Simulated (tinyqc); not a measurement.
# Inputs raised by 5 %, one at a time

Model: oxide trap near a transistor channel: two-state multiphonon kinetics, telegraph noise and bias instability. Computed by tinyqc, a small Python program. Command: `OMP_NUM_THREADS=1 python tinyqc.py 3028406 3028407 out.jsonl oxidetrap sens`. One thread of a shared host (Intel(R) Xeon(R) Processor @ 2.30GHz), about 0.01 s of CPU time with the checks.

An n-channel device under positive gate bias. The trap is empty (state 1) or holds an electron (state 2); both states are parabolas of equal curvature, and the electron reservoir is taken at the Fermi level of the channel.

Inputs (values chosen for the exercise, with an insulator like Si3N4 on silicon):

| quantity | value | unit |
|---|---|---|
| insulator constant eps_ox | 7.27 | - |
| insulator thickness t_ox | 3.6 | nm |
| trap depth x from the interface | 1.5 | nm |
| tunnel barrier phi_b | 2.17 | eV |
| tunnelling mass m_ox | 0.38 | m_0 |
| trap level above E_F at zero field E_t | 0.99 | eV |
| relaxation energy E_R | 2.5 | eV |
| oxide field F | 6.9 | MV/cm |
| attempt rate k_0 at the interface | 4e+11 | 1/s |
| temperature T | 250 | K |
| channel width W | 17 | nm |
| channel length L | 130 | nm |
| frequency f | 4 | Hz |
| stress time t_s | 1 | s |

Parts treated: one trap.

Constants: hbar^2/(2 m_0) = 3.80998212 eV angstrom^2; k_B = 8.617333262e-05 eV/K; e = 1.602176634e-19 C; eps_0 = 8.8541878128e-12 F/m.

Method:
- kappa = sqrt(2 m_ox phi_b)/hbar = sqrt(m_ox phi_b/(hbar^2/2m_0)); attenuation length lambda = 1/(2 kappa); factor exp(-x/lambda) for a rectangular barrier.
- E_21 = E_t - e F x is the energy of state 2 over state 1; barriers E_c = (E_R + E_21)^2/(4 E_R), E_e = E_c - E_21; tau_c = exp(E_c/k_B T)/(k_0 P), tau_e = exp(E_e/k_B T)/(k_0 P), P the tunnelling factor; occupation f_2 = tau_e/(tau_c + tau_e); 1/tau_0 = 1/tau_c + 1/tau_e.
- Charge-sheet step dV = e (t_ox - x)/(eps_ox eps_0 W L); Lorentzian spectrum S(f) = 4 dV^2 tau_0^2/((tau_c + tau_e)(1 + (2 pi f tau_0)^2)); corner 1/(2 pi tau_0); variance dV^2 f_2 (1 - f_2) = dV^2 tau_0/(tau_c + tau_e).
- From the zero-field occupation f(0), f(t) = f_2 + (f(0) - f_2) exp(-t/tau_0) under the field; after t_s the field is removed and f relaxes with the zero-field constants.

Runs:

| input moved | from | to | capture time tau_c (s) | threshold step dV (mV) | corner frequency (Hz) | half-time of recovery (s) |
|---|---|---|---|---|---|---|
| base run | - | - | 4.066e+06 | 2.365 | 4.399e-08 | 0.0788 |
| trap level above E_F at zero field E_t (eV) | 0.99 | 1.0395 | 1.271e+07 | 2.365 | 2.796e-08 | 0.0398 |
| relaxation energy E_R (eV) | 2.5 | 2.625 | 1.734e+07 | 2.365 | 1.032e-08 | 0.2707 |
| oxide field F (MV/cm) | 6.9 | 7.245 | 1.266e+06 | 2.365 | 1.271e-07 | 0.0788 |
| insulator thickness t_ox (nm) | 3.6 | 3.78 | 4.066e+06 | 2.568 | 4.399e-08 | 0.0788 |
| tunnel barrier phi_b (eV) | 2.17 | 2.2785 | 5.739e+06 | 2.365 | 3.116e-08 | 0.1112 |
| tunnelling mass m_ox (m_0) | 0.38 | 0.399 | 5.739e+06 | 2.365 | 3.116e-08 | 0.1112 |
| channel width W (nm) | 17 | 17.85 | 4.066e+06 | 2.253 | 4.399e-08 | 0.0788 |

Exponents ln(y'/y) / ln(x'/x):

| input | capture time tau_c | threshold step dV | corner frequency | half-time of recovery |
|---|---|---|---|---|
| trap level above E_F at zero field E_t | 23.356 | 0.000 | -9.290 | -13.989 |
| relaxation energy E_R | 29.722 | 0.000 | -29.722 | 25.290 |
| oxide field F | -23.919 | 0.000 | 21.755 | 0.000 |
| insulator thickness t_ox | 0.000 | 1.686 | 0.000 | 0.000 |
| tunnel barrier phi_b | 7.064 | 0.000 | -7.064 | 7.064 |
| tunnelling mass m_ox | 7.064 | 0.000 | -7.064 | 7.064 |
| channel width W | 0.000 | -1.000 | 0.000 | 0.000 |

Among the inputs moved here: capture time tau_c answers most in size to relaxation energy E_R (exponent +29.722), next to oxide field F (-23.919); its exponent is below 0.0005 for insulator thickness t_ox, channel width W. threshold step dV answers most in size to insulator thickness t_ox (exponent +1.686), next to channel width W (-1.000); its exponent is below 0.0005 for trap level above E_F at zero field E_t, relaxation energy E_R, oxide field F, tunnel barrier phi_b, tunnelling mass m_ox. Its exponent -1.000 in channel width W: one charge is spread over the gate area. Corner frequency answers most in size to relaxation energy E_R (exponent -29.722), next to oxide field F (+21.755); its exponent is below 0.0005 for insulator thickness t_ox, channel width W. half-time of recovery answers most in size to relaxation energy E_R (exponent +25.290), next to trap level above E_F at zero field E_t (-13.989); its exponent is below 0.0005 for oxide field F, insulator thickness t_ox, channel width W.

Caution (all rows): a field 1.5 times as high comes near the usual breakdown field of such an insulator. Caution (all rows): the field lowers the tunnel barrier appreciably over the trap depth, so the rectangular barrier understates the rate. Caution (all rows): at this temperature nuclear tunnelling through such barriers shortens the times below these classical values.
